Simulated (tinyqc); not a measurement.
Schottky barrier on an n-type semiconductor, non-linear Poisson equation by Newton steps: one step of the calculation.

One dimension, metal at x = 0, donor density C(x) = Nd, uniform. Energies are counted from the electron Fermi level of the semiconductor and the conduction-band edge is Ec = -psi, so n = Nc exp(psi/Vt); holes follow the Fermi level of the metal, at -V, so p = Nv exp((V - psi - Eg)/Vt). Ends: psi(0) = V - phiB and psi = Vt ln(Nd/Nc) deep inside. Boltzmann statistics, full ionisation, no current, no image force in the Poisson equation.

Task. Densities, residual and Jacobian diagonal. n_i = Nc exp(psi_i/Vt), p_i = Nv exp((V - psi_i - Eg)/Vt), rho_i = p_i - n_i + C_i, g_i = (n_i + p_i)/Vt. Box widths w_i = (h_(i-1) + h_i)/2 in cm. Residual F_i = a_i (psi_(i+1) - psi_i) - a_(i-1) (psi_i - psi_(i-1)) + q rho_i w_i; Jacobian: a_(i-1) and a_i beside the diagonal, b_i = -a_(i-1) - a_i - q g_i w_i on it. The two end nodes are fixed.

Values chosen for this exercise; band and dielectric values close to those of gallium arsenide:
```
symbol    value   unit                                      meaning
T           450      K                                  temperature
Eg         1.41     eV                                     band gap
Nc      8.06e17  cm^-3       conduction-band density of states at T
Nv      1.64e19  cm^-3          valence-band density of states at T
V          0.12      V  bias of the metal against the semiconductor
```

Constants: q = 1.602176634e-19 C, kB = 1.380649e-23 J/K, Vt = kB T/q. Results are converted to the units shown.

```
node  x (nm)  psi at the start (V)  donor density C (cm^-3)
0          0           -0.59000000                   6.4e16
1        9.9           -0.09823245                   6.4e16
2       22.2           -0.09823245                   6.4e16
3       37.3           -0.09823245                   6.4e16
4       56.1           -0.09823245                   6.4e16
5       79.4           -0.09823245                   6.4e16
6        108           -0.09823245                   6.4e16
7        144           -0.09823245                   6.4e16
8        188           -0.09823245                   6.4e16
9        243           -0.09823245                   6.4e16
10       311           -0.09823245                   6.4e16
```

coupling a_i, interval 0 to 9 (F/cm^2): 1.1358403e-6  9.1421289e-7  7.4468997e-7  5.9812864e-7  4.8261024e-7  3.9317547e-7  3.1235607e-7  2.5556406e-7  2.0445125e-7  1.6536498e-7

Give: n; p; residual F; diagonal b.

Result.

```
node  n (cm^-3)  p (cm^-3)
0     1.9890e11  2.3724e11
1     6.4000e16   7.3728e5
2     6.4000e16   7.3728e5
3     6.4000e16   7.3728e5
4     6.4000e16   7.3728e5
5     6.4000e16   7.3728e5
6     6.4000e16   7.3728e5
7     6.4000e16   7.3728e5
8     6.4000e16   7.3728e5
9     6.4000e16   7.3728e5
10    6.4000e16   7.3728e5
```

```
node  residual F (1e-7 C/cm^2)  diagonal b (F/cm^2)
1                      -5.5857           -2.3436e-6
2                       0.0000           -2.0212e-6
3                       0.0000           -1.7910e-6
4                       0.0000           -1.6374e-6
5                       0.0000           -1.5620e-6
6                       0.0000           -1.5596e-6
7                       0.0000           -1.6256e-6
8                       0.0000           -1.7689e-6
9                       0.0000           -1.9960e-6
```

Computed by the program tinyqc: `OMP_NUM_THREADS=1 python tinyqc.py 2020068 2020069 out.jsonl`, one thread of a shared Intel Xeon 2.30GHz, about 0.03 s for the whole run.
